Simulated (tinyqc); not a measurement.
## Gain factor and gap resistance from two string resistances

Question. At small bit-line voltage each of the 48 cells has the resistance 1/(K x) at overdrive x (no mobility reduction) in series with a gap resistance Rg. Find K, Rg and the share of the gaps at the higher overdrive.

resistance of a string of 48 equal cells at overdrives of 3.6 and 8.3 V (kohm): [1649.6410, 1068.8563]

Answer. The resistance per cell is a straight line in 1/x with slope 1/K and intercept Rg.

K = 13.00 uA/V^2
Rg = 13.00 kohm
share of the gaps = 58.38 %

tinyqc, about 0.5 s, one thread, Intel Xeon 2.30GHz (shared host): `OMP_NUM_THREADS=1 python tinyqc.py 2142165 2142166 out.jsonl`
